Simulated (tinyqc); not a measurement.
Cell size and critical density at another thickness.

Inverse problem. In the cell model of oxide breakdown (cubic cells of edge a, defect density growing as t^al) the Weibull slope is beta = al tox/a, and for small l the critical density is N_bd = a^(-3) (A/a^2)^(-a/tox). Find a from the slope, and then the area A and the slope at 3.6 nm.

Inputs (values chosen for the exercise): exponent of defect growth al = 0.5.

Weibull slope at a thickness of 1.8 nm = 1.5
N_bd there, small-l form = 4.5875398e18 cm^-3

Answer. a = al tox/beta, and A = a^2 (a^3 N_bd)^(-tox/a).

a = 0.6000 nm
A = 370.0 um^2
slope = 3.000

Numbers from tinyqc (`OMP_NUM_THREADS=1 python tinyqc.py 2070042 2070043 out.jsonl`; about 0.01 s on one thread of a shared Intel Xeon 2.30GHz).
